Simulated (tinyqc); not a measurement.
MOS structure on a p-type body with a doping step, non-linear Poisson equation by Newton steps: one step of the calculation.

One dimension, insulator interface at x = 0, acceptor density N1 for x < x1 and Na beyond, net doping C = -(acceptor density). psi is counted from the intrinsic level: n = ni exp((psi - Vb)/Vt), p = ni exp(-psi/Vt); deep in the body psi_b = -Vt ln(Na/ni). The gate acts through Cox = eps0 eox/tox and has the potential psi_G = Vg - (phiM - chi - Vt ln(Nc/ni)). Boltzmann statistics, full ionisation, classical densities, no oxide or interface charge. Acceptors in real wide-gap material are deep and only partly ionised in the neutral body.

Problem. Scales and end potentials. ni = sqrt(Nc Nv) exp(-Eg/(2 Vt)), Eg in volts; Cox, psi_G and psi_b as defined.

Inputs (values chosen for the exercise); band and dielectric values close to those of 4H silicon carbide: temperature T = 350 K; band gap Eg = 3.28 eV; conduction-band density of states at T Nc = 2.15e19 cm^-3; valence-band density of states at T Nv = 3.19e19 cm^-3; electron affinity chi = 3.61 eV; acceptor density deep in the body Na = 8.8e16 cm^-3; relative permittivity of the gate insulator (close to silicon dioxide) eox = 3.9; insulator thickness tox = 6 nm; gate work function phiM = 4.01 eV; gate voltage against the body Vg = 2.41 V.

Constants: q = 1.602176634e-19 C, kB = 1.380649e-23 J/K, Vt = kB T/q, eps0 = 8.8541878128e-14 F/cm where lengths are in cm. Results are converted to the units shown.

Find: ni; Cox; psi_G; psi_b.

Solution.

ni = 6.356e-5 cm^-3
Cox = 0.5755 uF/cm^2
psi_G = 3.644 V
psi_b = -1.468 V

Numbers from tinyqc (`OMP_NUM_THREADS=1 python tinyqc.py 2080137 2080138 out.jsonl`; about 0.6 s on one thread of a shared Intel Xeon 2.30GHz).
